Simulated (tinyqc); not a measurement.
Worked calculation: deformation-potential model of the X valleys of a conduction band. Values are carried at full precision from step to step, so a last printed digit may differ when a step is redone from the rounded ones.

s11 = (C11 + C12)/((C11 - C12)(C11 + 2 C12)), s12 = -C12/((C11 - C12)(C11 + 2 C12)), s44 = 1/C44; exx = s11 sxx + s12 (syy + szz) and cyclic, exy = s44 sxy/2; tension is positive. A uniaxial stress X along the unit vector n is s_ij = X n_i n_j.

Constants: kB = 8.617333262e-05 eV/K; hbar^2/2m0 = 3.80998211 eV angstrom^2.

Inputs chosen for the exercise (near those of AlAs; shifted at random, so the results belong to these values and not to a real crystal):
- C11 = 121.9 GPa
- C12 = 53.5 GPa
- C44 = 55 GPa
- load = uniaxial [100] (kind of stress)
- X = 1.93 GPa (stress)
- Xd = 1.06 eV (dilation potential)
- Xu = 5.72 eV (uniaxial potential)
- T = 150 K (temperature)
- ml = 1.132 m0 (longitudinal mass)
- mt = 0.207 m0 (transverse mass)

## Strain from a uniaxial [100] stress

Form the compliances and the strain.

s11, s12, s44 (1/TPa): [11.2028, -3.4171, 18.1818]

strain tensor, rows x, y, z and columns alike:
$$\begin{pmatrix}
0.021621 & 0.000000 & 0.000000 \\
0.000000 & -0.006595 & 0.000000 \\
0.000000 & 0.000000 & -0.006595
\end{pmatrix}$$

## Valley shifts

Valleys with axes along x, y and z, one whole valley each. Herring-Vogt shift of a valley with unit axis a: dE = Xd tr(e) + Xu a.e.a. Non-degenerate shares n_i = exp(-dE_i/kT)/sum_j exp(-dE_j/kT). Inverse mass tensor of a valley: (1 - a a)/mt + a a/ml; the masses are taken as independent of strain.

Apply the Herring-Vogt formula to each valley.

Xd tr(e) = 8.94 meV

a.e.a: x 0.021621, y -0.006595, z -0.006595

shifts dE (meV): x 132.61, y -28.79, z -28.79

The lowest valleys are y and z, 161.4 meV below the highest; the mean shift over all valleys is (Xd + Xu/3) tr(e) = 25.01 meV.

## Shares of the electrons

Boltzmann factors of the shifts.

kT = 12.926 meV

shares: x 0.0000, y 0.5000, z 0.5000

effective number of valley axes, 1/(largest share) = 2.000

## Conductivity mass tensor

With one scattering time for all valleys the conductivity goes as M = sum_i n_i (inverse mass tensor of valley i); along the unit vector u, 1/m_c = u.M.u. Without stress 1/m_c = (1/ml + 2/mt)/3. Take u along [1-10].

M (1/m0), rows x, y, z and columns alike:
$$\begin{pmatrix}
4.831 & 0.000 & 0.000 \\
0.000 & 2.857 & 0.000 \\
0.000 & 0.000 & 2.857
\end{pmatrix}$$

m_c along [1-10] = 0.2601 m0
m_c without stress = 0.2845 m0

The repopulation alone changes the mobility along [1-10] by +9.4 %; with all electrons in the valleys lightest or heaviest along this direction it would change by +37 or -19 %.

## Effective density of states

Each of the 3 whole valleys has m_d = (ml mt^2)^(1/3) and N = 2 (m_d kT/(4 pi c))^(3/2), c = hbar^2/2m0. Counted from the lowest edge, Nc = N x sum_i exp(-(dE_i - dE_min)/kT). 1 angstrom^-3 = 1e24 cm^-3.

m_d = 0.3647 m0
N of one valley = 1.954e+18 cm^-3
Nc under stress = 3.908e+18 cm^-3
Nc without stress = 5.862e+18 cm^-3

## Piezoresistance from repopulation

For small stress d(rho)/rho = pi X. For valleys on the cube axes pi11 = -(2/3) Xu (s11 - s12)/kT x (K - 1)/(2K + 1), pi12 = -pi11/2, pi44 = 0, K = ml/mt. For stress along [110]: pi_l = (pi11 + pi12 + pi44)/2 with the current along it and pi_t = (pi11 + pi12 - pi44)/2 with the current along [1-10]. 1/GPa = 100 x 1e-11/Pa.

K = 5.469

pi11, pi12, pi44 (1e-11/Pa): [-161.5, 80.7, 0.0]

pi_l, pi_t for [110] (1e-11/Pa): [-40.4, -40.4]

Only the transfer between valleys is counted; changes of mass and of intervalley scattering add to it in a real crystal.

## Checks

- Conductivity mass at zero stress against 3/(1/ml + 2/mt): both 0.2844889.
- Piezoresistance coefficients by finite differences against the closed form: largest difference 9.5e-08.

Program tinyqc; command `OMP_NUM_THREADS=1 python tinyqc.py 1081026 1081027 out.jsonl`; about 0.02 s on one thread of a shared Intel(R) Xeon(R) Processor @ 2.30GHz.
